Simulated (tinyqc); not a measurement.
Doping from the body effect.

Problem. The threshold of a long MOSFET, counted against the source, shifts by gamma (sqrt(2 phiF + Vsb) - sqrt(2 phiF)) with gamma = sqrt(2 eps0 eps_r q N)/Cox. Find 2 phiF, gamma and N from two shifts.

Values chosen for this exercise: relative permittivity eps_r = 9.18.

Constants: q = 1.602176634e-19 C, eps0 = 8.8541878128e-14 F/cm where lengths are in cm. Results are converted to the units shown.

|VT - VT(0)| at source-body biases 0.8 and 2.4 V (V): 0.45753317  1.1318370
Cox = 0.34531332 uF/cm^2

Solution. The ratio of the shifts depends on 2 phiF alone and rises steadily with it, so it fixes 2 phiF; either shift then gives gamma, and gamma gives N.

2 phiF = 1.015 V
gamma = 1.346 V^0.5
N = 8.300e17 cm^-3

Program tinyqc, `OMP_NUM_THREADS=1 python tinyqc.py 2060030 2060031 out.jsonl`; Intel Xeon 2.30GHz, shared host, one thread, about 0.01 s.
